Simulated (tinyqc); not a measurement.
Electron continuity equation in a given potential, Scharfetter-Gummel discretisation: two steps of the calculation.

Steady state in one dimension: J = q mu n E + q D dn/dx with E = -dpsi/dx and D = mu Vt, dJ/dx = 0, fixed densities nL and nR at the ends. The potential is given, psi = U x/L, and is not changed by the electrons.

Values chosen for this exercise; mobility that of a made-up semiconductor: temperature T = 273 K; electron mobility mu = 8970 cm^2/(V s); length of the region L = 19 um; density at x = 0 nL = 7.4e13 cm^-3; density at x = L nR = 1.8e13 cm^-3.

Constants: q = 1.602176634e-19 C, kB = 1.380649e-23 J/K, Vt = kB T/q. Results are converted to the units shown.

Task 1. Bernoulli factors. d_i = (psi_(i+1) - psi_i)/Vt; B(d) = d/(exp(d) - 1), B(0) = 1. The flux on interval i is J_i = (q D/h) [n_(i+1) B(d_i) - n_i B(-d_i)].

| node | psi (V) |
|---|---|
| 0 | 0.00000000 |
| 1 | 0.01916667 |
| 2 | 0.03833333 |
| 3 | 0.05750000 |
| 4 | 0.07666667 |
| 5 | 0.09583333 |
| 6 | 0.11500000 |
| 7 | 0.13416667 |
| 8 | 0.15333333 |
| 9 | 0.17250000 |
| 10 | 0.19166667 |
| 11 | 0.21083333 |
| 12 | 0.23000000 |

Find: d_i; B(d_i); B(-d_i).

Result 1.

| interval | d_i | B(d_i) | B(-d_i) |
|---|---|---|---|
| 0 | 0.8147 | 0.6473 | 1.462 |
| 1 | 0.8147 | 0.6473 | 1.462 |
| 2 | 0.8147 | 0.6473 | 1.462 |
| 3 | 0.8147 | 0.6473 | 1.462 |
| 4 | 0.8147 | 0.6473 | 1.462 |
| 5 | 0.8147 | 0.6473 | 1.462 |
| 6 | 0.8147 | 0.6473 | 1.462 |
| 7 | 0.8147 | 0.6473 | 1.462 |
| 8 | 0.8147 | 0.6473 | 1.462 |
| 9 | 0.8147 | 0.6473 | 1.462 |
| 10 | 0.8147 | 0.6473 | 1.462 |
| 11 | 0.8147 | 0.6473 | 1.462 |

The largest |d_i| is 0.815, below 2, so central differences would also keep densities positive.

Task 2. Densities and current. B(d) = d/(exp(d) - 1) with d_i = (psi_(i+1) - psi_i)/Vt; b and f are the diagonal and right side of the balance equations. Solve B(-d_(i-1)) n_(i-1) + b_i n_i + B(d_i) n_(i+1) = f_i (end values already in f), then J_i = (q D/h) [n_(i+1) B(d_i) - n_i B(-d_i)], h = L/12, D = mu Vt.

| interval | B(d_i) | B(-d_i) |
|---|---|---|
| 0 | 0.64734980 | 1.4620748 |
| 1 | 0.64734980 | 1.4620748 |
| 2 | 0.64734980 | 1.4620748 |
| 3 | 0.64734980 | 1.4620748 |
| 4 | 0.64734980 | 1.4620748 |
| 5 | 0.64734980 | 1.4620748 |
| 6 | 0.64734980 | 1.4620748 |
| 7 | 0.64734980 | 1.4620748 |
| 8 | 0.64734980 | 1.4620748 |
| 9 | 0.64734980 | 1.4620748 |
| 10 | 0.64734980 | 1.4620748 |
| 11 | 0.64734980 | 1.4620748 |

| node | diagonal b | right side f (cm^-3) |
|---|---|---|
| 1 | -2.1094246 | -1.0819354e14 |
| 2 | -2.1094246 | 0 |
| 3 | -2.1094246 | 0 |
| 4 | -2.1094246 | 0 |
| 5 | -2.1094246 | 0 |
| 6 | -2.1094246 | 0 |
| 7 | -2.1094246 | 0 |
| 8 | -2.1094246 | 0 |
| 9 | -2.1094246 | 0 |
| 10 | -2.1094246 | 0 |
| 11 | -2.1094246 | -1.1652296e13 |

Find: n; J.

Result 2.

| node | n (cm^-3) |
|---|---|
| 0 | 7.4000e13 |
| 1 | 7.3996e13 |
| 2 | 7.3987e13 |
| 3 | 7.3967e13 |
| 4 | 7.3920e13 |
| 5 | 7.3816e13 |
| 6 | 7.3581e13 |
| 7 | 7.3050e13 |
| 8 | 7.1851e13 |
| 9 | 6.9142e13 |
| 10 | 6.3024e13 |
| 11 | 4.9207e13 |
| 12 | 1.8000e13 |

| interval | J (A/cm^2) |
|---|---|
| 0 | -12.874 |
| 1 | -12.874 |
| 2 | -12.874 |
| 3 | -12.874 |
| 4 | -12.874 |
| 5 | -12.874 |
| 6 | -12.874 |
| 7 | -12.874 |
| 8 | -12.874 |
| 9 | -12.874 |
| 10 | -12.874 |
| 11 | -12.874 |

tinyqc, about 0.01 s, one thread, Intel Xeon 2.30GHz (shared host): `OMP_NUM_THREADS=1 python tinyqc.py 2220106 2220107 out.jsonl`
